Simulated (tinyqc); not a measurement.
Ballistic Schottky-barrier transistor with a one-dimensional channel, WKB contacts: effect of the drain bias on the off state.

Source Fermi level 0, drain Fermi level -Vd. Far from the contacts Ec = pn - psi, and the gate moves psi one to one; the band edges relax as exp(-x/lam) from pn at the source and pn - Vd at the drain; Ev = Ec - Eg. A carrier of energy w inside the channel band meets at a contact a barrier of height D (the contact edge beyond the channel edge): T = 1 for w >= D, else exp(-S), S = 4 lam sqrt(m/C) [sqrt(D - w) - sqrt(w) arctan sqrt((D - w)/w)], C = hbar^2/(2 m0). The two contacts combine as Ts Td/(Ts + Td - Ts Td).

I = g (2 q^2/h) int T(w) [f(Es + w) - f(Ed + w)] dw, f(y) = 1/(1 + exp(y/Vt)). Electrons: Ds = psi, Dd = psi - Vd, Es = Ec, Ed = Ec + Vd. Holes: Ds = -psi, Dd = Vd - psi, Es = -Ev, Ed = -Ev - Vd. The size of each current is taken; both flow from drain to source and add. The integrals are converged. For each Vd, psi is set to the minimum of I.

Inputs (values chosen for the exercise); channel values close to those of a carbon nanotube:
```
symbol,value,unit,meaning
T,300,K,temperature
Eg,0.533,eV,band gap
pn,0.28,eV,barrier for electrons at both contacts
mn,0.06,m0,electron mass
mp,0.062,m0,hole mass
g,2,,valleys or subbands
lam,2.1,nm,screening length at the contacts
```

Constants: q = 1.602176634e-19 C, kB = 1.380649e-23 J/K, hbar = 1.054571817e-34 J s, h = 6.62607015e-34 J s, m0 = 9.1093837015e-31 kg, Vt = kB T/q, hbar^2/(2 m0) = 0.0380998212 eV nm^2. Results are converted to the units shown.

Effect of the drain bias on the off state:

| Vd (V) | psi at the minimum (V) | smallest I (uA) |
|---|---|---|
| 0.05 | 0.048 | 4.69e-4 |
| 0.12 | 0.080 | 0.00140 |
| 0.19 | 0.114 | 0.00358 |
| 0.26 | 0.148 | 0.00922 |
| 0.34 | 0.188 | 0.0279 |
| 0.41 | 0.222 | 0.0742 |
| 0.48 | 0.258 | 0.194 |

Read the table: what changes, and by how much?

The smallest current rises from 4.69e-4 to 0.194 uA, 5.96 decades a volt between the last two rows, and the minimum moves by 0.49 V a volt over the table: a larger Vd lets holes enter from the drain while electrons still enter from the source.

Range of the model: No scattering, image-force lowering, channel charge or band-to-band tunnelling; parabolic kappa overstates S deep in the gap.

Numbers from tinyqc (`OMP_NUM_THREADS=1 python tinyqc.py 2390011 2390012 out.jsonl`; about 0.1 s on one thread of a shared Intel Xeon 2.30GHz).
